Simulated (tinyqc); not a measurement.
Inside a calculation (part 2 of 2). Method: UKS/LDA (VWN5) in the sto-6g basis, for BeH, spin multiplicity 2. Computed by tinyqc, a small Python program that keeps every step (integrals from PySCF). Command: `OMP_NUM_THREADS=1 python tinyqc.py 26258 26259 out.jsonl` (the two numbers bound the seeds that draw the settings). One thread of a shared host (Intel(R) Xeon(R) Processor @ 2.60GHz), about 1 s of CPU time with the checks.

Geometry (angstrom):
```
atom         x         y         z
Be    0.000000  0.000000  0.000000
H     0.000000  0.000000  1.609000
```

## Iteration 2: building the Kohn-Sham matrix

D(alpha) after iteration 1:
```
            1Be 1s     1Be 2s   1Be 2px   1Be 2py    1Be 2pz      2H 1s
1Be 1s    1.056879  -0.224769  0.000000  0.000000   0.098370  -0.032161
1Be 2s   -0.224769   0.916580  0.000000  0.000000  -0.372929  -0.029130
1Be 2px   0.000000   0.000000  0.000000  0.000000   0.000000   0.000000
1Be 2py   0.000000   0.000000  0.000000  0.000000   0.000000   0.000000
1Be 2pz   0.098370  -0.372929  0.000000  0.000000   0.227857   0.245309
2H 1s    -0.032161  -0.029130  0.000000  0.000000   0.245309   0.720555
```

D(beta) after iteration 1:
```
            1Be 1s    1Be 2s   1Be 2px   1Be 2py    1Be 2pz      2H 1s
1Be 1s    0.986560  0.022806  0.000000  0.000000  -0.017296  -0.089997
1Be 2s    0.022806  0.045020  0.000000  0.000000   0.034144   0.172439
1Be 2px   0.000000  0.000000  0.000000  0.000000   0.000000   0.000000
1Be 2py   0.000000  0.000000  0.000000  0.000000   0.000000   0.000000
1Be 2pz  -0.017296  0.034144  0.000000  0.000000   0.027122   0.137071
2H 1s    -0.089997  0.172439  0.000000  0.000000   0.137071   0.692747
```

core Hamiltonian H = T + V (hartree):
```
            1Be 1s     1Be 2s    1Be 2px    1Be 2py    1Be 2pz      2H 1s
1Be 1s   -8.274924  -1.941904   0.000000   0.000000  -0.013148  -0.305854
1Be 2s   -1.941904  -2.398971   0.000000   0.000000  -0.117871  -0.849348
1Be 2px   0.000000   0.000000  -1.928685   0.000000   0.000000   0.000000
1Be 2py   0.000000   0.000000   0.000000  -1.928685   0.000000   0.000000
1Be 2pz  -0.013148  -0.117871   0.000000   0.000000  -2.015818  -0.958219
2H 1s    -0.305854  -0.849348   0.000000   0.000000  -0.958219  -1.783252
```

Two-electron integrals (ij|kl) in chemists' order, unique and non-zero (hartree):
```
(11|11) 2.299996   (21|11) 0.361879   (21|21) 0.071926   (22|11) 0.570332
(22|21) 0.139654   (22|22) 0.417773   (31|31) 0.015252   (32|31) 0.022555
(32|32) 0.092340   (33|11) 0.570332   (33|21) 0.139654   (33|22) 0.417773
(33|33) 0.450117   (41|41) 0.015252   (42|41) 0.022555   (42|42) 0.092340
(43|43) 0.024258   (44|11) 0.570332   (44|21) 0.139654   (44|22) 0.417773
(44|33) 0.401601   (44|44) 0.450117   (51|51) 0.015252   (52|51) 0.022555
(52|52) 0.092340   (53|53) 0.024258   (54|54) 0.024258   (55|11) 0.570332
(55|21) 0.139654   (55|22) 0.417773   (55|33) 0.401601   (55|44) 0.401601
(55|55) 0.450117   (61|11) 0.057377   (61|21) 0.011093   (61|22) 0.021523
(61|33) 0.021345   (61|44) 0.021345   (61|51) 0.001102   (61|52) 0.002161
(61|55) 0.021879   (61|61) 0.001810   (62|11) 0.157761   (62|21) 0.039362
(62|22) 0.130643   (62|33) 0.125497   (62|44) 0.125497   (62|51) 0.005441
(62|52) 0.033706   (62|55) 0.140934   (62|61) 0.006753   (62|62) 0.064295
(63|31) 0.003523   (63|32) 0.016671   (63|53) 0.005624   (63|63) 0.005396
(64|41) 0.003523   (64|42) 0.016671   (64|54) 0.005624   (64|64) 0.005396
(65|11) 0.176672   (65|21) 0.044583   (65|22) 0.154317   (65|33) 0.145290
(65|44) 0.145290   (65|51) 0.008721   (65|52) 0.052337   (65|55) 0.172371
(65|61) 0.007980   (65|62) 0.085960   (65|65) 0.117891   (66|11) 0.327883
(66|21) 0.083355   (66|22) 0.309947   (66|33) 0.288145   (66|44) 0.288145
(66|51) 0.012670   (66|52) 0.103448   (66|55) 0.353554   (66|61) 0.014683
(66|62) 0.199428   (66|65) 0.281684   (66|66) 0.774999
```

nuclear repulsion = 1.31554310 hartree

V_xc(alpha) (hartree):
```
            1Be 1s     1Be 2s    1Be 2px    1Be 2py    1Be 2pz      2H 1s
1Be 1s   -1.423778  -0.188496   0.000000   0.000000   0.004417  -0.030742
1Be 2s   -0.188496  -0.312005   0.000000   0.000000   0.007165  -0.130959
1Be 2px   0.000000   0.000000  -0.293365   0.000000   0.000000   0.000000
1Be 2py   0.000000   0.000000   0.000000  -0.293365   0.000000   0.000000
1Be 2pz   0.004417   0.007165   0.000000   0.000000  -0.349232  -0.173014
2H 1s    -0.030742  -0.130959   0.000000   0.000000  -0.173014  -0.483785
```

V_xc(beta) (hartree):
```
            1Be 1s     1Be 2s    1Be 2px    1Be 2py    1Be 2pz      2H 1s
1Be 1s   -1.403129  -0.179365   0.000000   0.000000  -0.001534  -0.029960
1Be 2s   -0.179365  -0.252113   0.000000   0.000000  -0.036361  -0.126586
1Be 2px   0.000000   0.000000  -0.235088   0.000000   0.000000   0.000000
1Be 2py   0.000000   0.000000   0.000000  -0.235088   0.000000   0.000000
1Be 2pz  -0.001534  -0.036361   0.000000   0.000000  -0.286104  -0.172531
2H 1s    -0.029960  -0.126586   0.000000   0.000000  -0.172531  -0.480207
```

E_xc = sum of w rho eps_xc = -3.07712720 hartree

J_ij = sum D_kl (ij|kl) with D = D(alpha) + D(beta); F = H + J + V_xc; E = tr D H + tr D J / 2 + E_xc + E_nn.

Coulomb J (hartree):
```
           1Be 1s    1Be 2s   1Be 2px   1Be 2py   1Be 2pz     2H 1s
1Be 1s   5.877291  1.040798  0.000000  0.000000  0.013057  0.166103
1Be 2s   1.040798  2.205533  0.000000  0.000000  0.136452  0.810452
1Be 2px  0.000000  0.000000  2.162263  0.000000  0.000000  0.000000
1Be 2py  0.000000  0.000000  0.000000  2.162263  0.000000  0.000000
1Be 2pz  0.013057  0.136452  0.000000  0.000000  2.292081  1.012256
2H 1s    0.166103  0.810452  0.000000  0.000000  1.012256  2.320794
```

F(alpha) (hartree):
```
            1Be 1s     1Be 2s    1Be 2px    1Be 2py    1Be 2pz      2H 1s
1Be 1s   -3.821410  -1.089602   0.000000   0.000000   0.004326  -0.170493
1Be 2s   -1.089602  -0.505442   0.000000   0.000000   0.025746  -0.169856
1Be 2px   0.000000   0.000000  -0.059787   0.000000   0.000000   0.000000
1Be 2py   0.000000   0.000000   0.000000  -0.059787   0.000000   0.000000
1Be 2pz   0.004326   0.025746   0.000000   0.000000  -0.072970  -0.118977
2H 1s    -0.170493  -0.169856   0.000000   0.000000  -0.118977   0.053758
```

F(beta) (hartree):
```
            1Be 1s     1Be 2s    1Be 2px    1Be 2py    1Be 2pz      2H 1s
1Be 1s   -3.800762  -1.080471   0.000000   0.000000  -0.001625  -0.169711
1Be 2s   -1.080471  -0.445550   0.000000   0.000000  -0.017780  -0.165483
1Be 2px   0.000000   0.000000  -0.001510   0.000000   0.000000   0.000000
1Be 2py   0.000000   0.000000   0.000000  -0.001510   0.000000   0.000000
1Be 2pz  -0.001625  -0.017780   0.000000   0.000000  -0.009842  -0.118494
2H 1s    -0.169711  -0.165483   0.000000   0.000000  -0.118494   0.057336
```

total energy of this density = -14.82628496 hartree

## Iteration 2: diagonalisation and new density

X:
```
            1Be 1s     1Be 2s   1Be 2px   1Be 2py    1Be 2pz      2H 1s
1Be 1s    1.026508  -0.140217  0.000000  0.000000  -0.008817   0.021251
1Be 2s   -0.140217   1.092516  0.000000  0.000000   0.080297  -0.232918
1Be 2px   0.000000   0.000000  1.000000  0.000000   0.000000   0.000000
1Be 2py   0.000000   0.000000  0.000000  1.000000   0.000000   0.000000
1Be 2pz  -0.008817   0.080297  0.000000  0.000000   1.096306  -0.280500
2H 1s     0.021251  -0.232918  0.000000  0.000000  -0.280500   1.160729
```

Diagonalise F' = X^T F X, C = X C', fill 3 alpha and 2 beta electrons from the bottom; D(s) = C_occ C_occ^T. Each column has its largest component positive (the first on a tie).

F' = X^T F X (alpha) (hartree):
```
           1          2          3          4          5          6
1  -3.729344  -0.584983   0.000000   0.000000  -0.010517  -0.007949
2  -0.584983  -0.257967   0.000000   0.000000   0.082356  -0.156843
3   0.000000   0.000000  -0.059787   0.000000   0.000000   0.000000
4   0.000000   0.000000   0.000000  -0.059787   0.000000   0.000000
5  -0.010517   0.082356   0.000000   0.000000  -0.001054  -0.180962
6  -0.007949  -0.156843   0.000000   0.000000  -0.180962   0.212545
```

orbital energies (alpha) (hartree): MO1 -3.825546, MO2 -0.219036, MO3 -0.104206, MO4 -0.059787, MO5 -0.059787, MO6 0.372968

coefficients C (alpha):
```
               MO1        MO2        MO3       MO4        MO5        MO6
1Be 1s    0.990325  -0.284871   0.008351  0.000000   0.000000   0.109288
1Be 2s    0.036867   0.969427  -0.076578  0.000000   0.000000  -0.571784
1Be 2px   0.000000   0.000000   0.000000  0.006279   0.999980   0.000000
1Be 2py   0.000000   0.000000   0.000000  0.999980  -0.006279   0.000000
1Be 2pz   0.001588  -0.140121   0.820257  0.000000   0.000000  -0.771125
2H 1s    -0.007148   0.144682   0.324060  0.000000   0.000000   1.163905
```

F' = X^T F X (beta) (hartree):
```
           1          2          3          4          5          6
1  -3.709022  -0.586304   0.000000   0.000000  -0.011254  -0.007404
2  -0.586304  -0.197967   0.000000   0.000000   0.040218  -0.154388
3   0.000000   0.000000  -0.001510   0.000000   0.000000   0.000000
4   0.000000   0.000000   0.000000  -0.001510   0.000000   0.000000
5  -0.011254   0.040218   0.000000   0.000000   0.067437  -0.189355
6  -0.007404  -0.154388   0.000000   0.000000  -0.189355   0.217243
```

orbital energies (beta) (hartree): MO1 -3.804606, MO2 -0.169128, MO3 -0.039786, MO4 -0.001510, MO5 -0.001510, MO6 0.391212

coefficients C (beta):
```
               MO1        MO2        MO3        MO4       MO5        MO6
1Be 1s    0.990734  -0.262062   0.113192   0.000000  0.000000   0.104234
1Be 2s    0.035505   0.877821  -0.447200   0.000000  0.000000  -0.549664
1Be 2px   0.000000   0.000000   0.000000  -0.172654  0.984983   0.000000
1Be 2py   0.000000   0.000000   0.000000   0.984983  0.172654   0.000000
1Be 2pz   0.003692   0.164496   0.777023   0.000000  0.000000  -0.810095
2H 1s    -0.007560   0.250327   0.307352   0.000000  0.000000   1.150429
```

D(alpha) after iteration 2:
```
            1Be 1s     1Be 2s   1Be 2px   1Be 2py    1Be 2pz      2H 1s
1Be 1s    1.061964  -0.240291  0.000000  0.000000   0.048338  -0.045588
1Be 2s   -0.240291   0.947012  0.000000  0.000000  -0.198592   0.115179
1Be 2px   0.000000   0.000000  0.000000  0.000000   0.000000   0.000000
1Be 2py   0.000000   0.000000  0.000000  0.000000   0.000000   0.000000
1Be 2pz   0.048338  -0.198592  0.000000  0.000000   0.692457   0.245528
2H 1s    -0.045588   0.115179  0.000000  0.000000   0.245528   0.125999
```

D(beta) after iteration 2:
```
            1Be 1s     1Be 2s   1Be 2px   1Be 2py    1Be 2pz      2H 1s
1Be 1s    1.050231  -0.194867  0.000000  0.000000  -0.039450  -0.073091
1Be 2s   -0.194867   0.771831  0.000000  0.000000   0.144529   0.219474
1Be 2px   0.000000   0.000000  0.000000  0.000000   0.000000   0.000000
1Be 2py   0.000000   0.000000  0.000000  0.000000   0.000000   0.000000
1Be 2pz  -0.039450   0.144529  0.000000  0.000000   0.027073   0.041150
2H 1s    -0.073091   0.219474  0.000000  0.000000   0.041150   0.062721
```

Within a degenerate level the vectors are fixed only up to a rotation; this is one choice.

## Iteration 8 (converged): orbitals

converged F(alpha) (hartree):
```
            1Be 1s     1Be 2s    1Be 2px    1Be 2py    1Be 2pz      2H 1s
1Be 1s   -3.673719  -1.060112   0.000000   0.000000   0.003483  -0.166299
1Be 2s   -1.060112  -0.458741   0.000000   0.000000  -0.003526  -0.193584
1Be 2px   0.000000   0.000000  -0.003918   0.000000   0.000000   0.000000
1Be 2py   0.000000   0.000000   0.000000  -0.003918   0.000000   0.000000
1Be 2pz   0.003483  -0.003526   0.000000   0.000000  -0.044614  -0.164517
2H 1s    -0.166299  -0.193584   0.000000   0.000000  -0.164517  -0.131087
```

converged F(beta) (hartree):
```
            1Be 1s     1Be 2s   1Be 2px   1Be 2py    1Be 2pz      2H 1s
1Be 1s   -3.658445  -1.052178  0.000000  0.000000  -0.003139  -0.165713
1Be 2s   -1.052178  -0.411676  0.000000  0.000000  -0.047020  -0.188410
1Be 2px   0.000000   0.000000  0.036836  0.000000   0.000000   0.000000
1Be 2py   0.000000   0.000000  0.000000  0.036836   0.000000   0.000000
1Be 2pz  -0.003139  -0.047020  0.000000  0.000000   0.015083  -0.160564
2H 1s    -0.165713  -0.188410  0.000000  0.000000  -0.160564  -0.110358
```

As before.

F' = X^T F X (alpha) (hartree):
```
           1          2          3          4          5          6
1  -3.581087  -0.580819   0.000000   0.000000  -0.008868  -0.006083
2  -0.580819  -0.209266   0.000000   0.000000   0.061864  -0.148001
3   0.000000   0.000000  -0.003918   0.000000   0.000000   0.000000
4   0.000000   0.000000   0.000000  -0.003918   0.000000   0.000000
5  -0.008868   0.061864   0.000000   0.000000   0.042715  -0.187540
6  -0.006083  -0.148001   0.000000   0.000000  -0.187540   0.006920
```

orbital energies (alpha) (hartree): MO1 -3.678584, MO2 -0.226451, MO3 -0.104690, MO4 -0.003918, MO5 -0.003918, MO6 0.269008

coefficients C (alpha):
```
               MO1        MO2        MO3       MO4        MO5        MO6
1Be 1s    0.989300  -0.202826  -0.195658  0.000000   0.000000   0.125591
1Be 2s    0.040557   0.614926   0.726886  0.000000   0.000000  -0.604819
1Be 2px   0.000000   0.000000   0.000000  0.008536   0.999964   0.000000
1Be 2py   0.000000   0.000000   0.000000  0.999964  -0.008536   0.000000
1Be 2pz   0.002288   0.204932  -0.614885  0.000000   0.000000  -0.931131
2H 1s    -0.007982   0.530676  -0.339342  0.000000   0.000000   1.041076
```

F' = X^T F X (beta) (hartree):
```
           1          2         3         4          5          6
1  -3.566331  -0.580802  0.000000  0.000000  -0.010163  -0.005599
2  -0.580802  -0.163935  0.000000  0.000000   0.018347  -0.145288
3   0.000000   0.000000  0.036836  0.000000   0.000000   0.000000
4   0.000000   0.000000  0.000000  0.036836   0.000000   0.000000
5  -0.010163   0.018347  0.000000  0.000000   0.106198  -0.195434
6  -0.005599  -0.145288  0.000000  0.000000  -0.195434   0.031080
```

orbital energies (beta) (hartree): MO1 -3.662996, MO2 -0.209724, MO3 -0.020434, MO4 0.036836, MO5 0.036836, MO6 0.300166

coefficients C (beta):
```
               MO1        MO2        MO3       MO4        MO5        MO6
1Be 1s    0.989711  -0.187625  -0.218910  0.000000   0.000000   0.106094
1Be 2s    0.039226   0.562619   0.820884  0.000000   0.000000  -0.531057
1Be 2px   0.000000   0.000000   0.000000  0.036510   0.999333   0.000000
1Be 2py   0.000000   0.000000   0.000000  0.999333  -0.036510   0.000000
1Be 2pz   0.004712   0.277522  -0.521737  0.000000   0.000000  -0.968422
2H 1s    -0.008524   0.535409  -0.372386  0.000000   0.000000   1.027262
```

D(alpha) after iteration 8:
```
            1Be 1s     1Be 2s   1Be 2px   1Be 2py    1Be 2pz      2H 1s
1Be 1s    1.058135  -0.226821  0.000000  0.000000   0.081005  -0.049137
1Be 2s   -0.226821   0.908143  0.000000  0.000000  -0.320841   0.079340
1Be 2px   0.000000   0.000000  0.000000  0.000000   0.000000   0.000000
1Be 2py   0.000000   0.000000  0.000000  0.000000   0.000000   0.000000
1Be 2pz   0.081005  -0.320841  0.000000  0.000000   0.420086   0.317390
2H 1s    -0.049137   0.079340  0.000000  0.000000   0.317390   0.396834
```

D(beta) after iteration 8:
```
            1Be 1s     1Be 2s   1Be 2px   1Be 2py    1Be 2pz      2H 1s
1Be 1s    1.014731  -0.066739  0.000000  0.000000  -0.047407  -0.108892
1Be 2s   -0.066739   0.318078  0.000000  0.000000   0.156324   0.300896
1Be 2px   0.000000   0.000000  0.000000  0.000000   0.000000   0.000000
1Be 2py   0.000000   0.000000  0.000000  0.000000   0.000000   0.000000
1Be 2pz  -0.047407   0.156324  0.000000  0.000000   0.077040   0.148547
2H 1s    -0.108892   0.300896  0.000000  0.000000   0.148547   0.286735
```

Within a degenerate level the vectors are fixed only up to a rotation; this is one choice.

## Convergence

Stop when the energy changes by less than 1e-09 hartree and every element of the error matrix X^T (F D S - S D F) X (for each spin) is below 9e-06.

Course of the cycle:
```
iteration   E (hartree)     change  largest element of the error matrix
1          -14.53848859          -                             1.89e-01
2          -14.82628496  -2.88e-01                             1.82e-01
3          -14.82439409   1.89e-03                             1.88e-01
4          -14.94415726  -1.20e-01                             5.56e-03
5          -14.94435544  -1.98e-04                             1.39e-03
6          -14.94435973  -4.29e-06                             3.12e-04
7          -14.94436001  -2.79e-07                             7.80e-06
8          -14.94436001  -5.13e-10                             3.87e-07
```

PySCF UKS in the same basis, fine grid, after a stability check = -14.93920022 hartree

Converged in 8 iterations. The coarse grid moves the energy by -5.16e-03 hartree.

## Populations, bond orders and dipole

overlap S:
```
           1Be 1s    1Be 2s   1Be 2px   1Be 2py   1Be 2pz     2H 1s
1Be 1s   1.000000  0.254764  0.000000  0.000000  0.000000  0.039570
1Be 2s   0.254764  1.000000  0.000000  0.000000  0.000000  0.357629
1Be 2px  0.000000  0.000000  1.000000  0.000000  0.000000  0.000000
1Be 2py  0.000000  0.000000  0.000000  1.000000  0.000000  0.000000
1Be 2pz  0.000000  0.000000  0.000000  0.000000  1.000000  0.440332
2H 1s    0.039570  0.357629  0.000000  0.000000  0.440332  1.000000
```

Mulliken: Z minus the diagonal of D S on the atom; Loewdin: the same with S^(1/2) D S^(1/2); Mayer order: 2 sum_s sum (D(s) S)_ij (D(s) S)_ji over the two atoms.

Charges (e):
```
atom   Mulliken    Loewdin  Mulliken spin
1Be    0.018466   0.016883       0.892425
2H    -0.018466  -0.016883       0.107575
```

Mayer bond orders:
```
pair     order
2-1   0.988087
```

dipole moment about the origin, x y z (debye): 0.000000  0.000000  -0.543112

<S^2> of the determinant (pure state: 0.75) = 0.750470
